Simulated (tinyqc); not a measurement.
Inside a calculation. Method: extended Hueckel theory, for H3+. The parameters take no account of the charge, which enters only through the electron count. One step of it, computed by the program tinyqc.

Problem. Wolfsberg-Helmholz matrix. H_ij = K' S_ij (H_ii + H_jj)/2 for i != j (the diagonal keeps H_ii), with K' = K + D^2 + D^4 (1 - K), D = (H_ii - H_jj)/(H_ii + H_jj), K = 2.

overlap S:
```
          1H 1s     2H 1s     3H 1s
1H 1s  1.000000  0.533674  0.478264
2H 1s  0.533674  1.000000  0.293193
3H 1s  0.478264  0.293193  1.000000
```

diagonal H_ii (eV): 1H 1s -13.600000, 2H 1s -13.600000, 3H 1s -13.600000

K = 2.000000

Give: H.

Solution.

H (eV):
```
          1H 1s     2H 1s     3H 1s
1H 1s  -13.6000  -14.5159  -13.0088
2H 1s  -14.5159  -13.6000   -7.9748
3H 1s  -13.0088   -7.9748  -13.6000
```
